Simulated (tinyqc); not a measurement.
Trap density from one capacitance.

Problem. Traps spread evenly through the insulator exchange electrons with the semiconductor by tunnelling, with tau(x) = t0 exp(2 ka x) at depth x from the interface. The admittance per area Y seen at depth x obeys dY/dx = -Y^2/(i w eps0 eox) + q Nb ln(1 + i w tau)/tau, with Y(0) = i w Cs and w = 2 pi f; the gate sees Y(tox) = G + i w C. Working variable y = Y/(i w), in uF/cm^2. Cox = eps0 eox/tox. Find Nb and G/w.

Parameters, values chosen for the exercise:
```
symbol  value     unit                                               meaning
eox      19.5                         relative permittivity of the insulator
tox       7.9       nm                                   insulator thickness
Cs        1.9  uF/cm^2             semiconductor capacitance in accumulation
ka        4.1     1/nm  decay constant of the wave function in the insulator
t0      4e-11        s              time constant of a trap at the interface
f         1e6       Hz                                             frequency
```

Constants: q = 1.602176634e-19 C, eps0 = 8.8541878128e-14 F/cm where lengths are in cm. Results are converted to the units shown.

C = 1.3336869 uF/cm^2

Solution. C rises steadily with Nb, so one density matches; in practice ka and t0 must come from the frequency dependence.

Nb = 6.90e19 cm^-3 eV^-1
G/w = 0.0485 uF/cm^2

Program tinyqc, `OMP_NUM_THREADS=1 python tinyqc.py 2202083 2202084 out.jsonl`; Intel Xeon 2.30GHz, shared host, one thread, about 0.5 s.
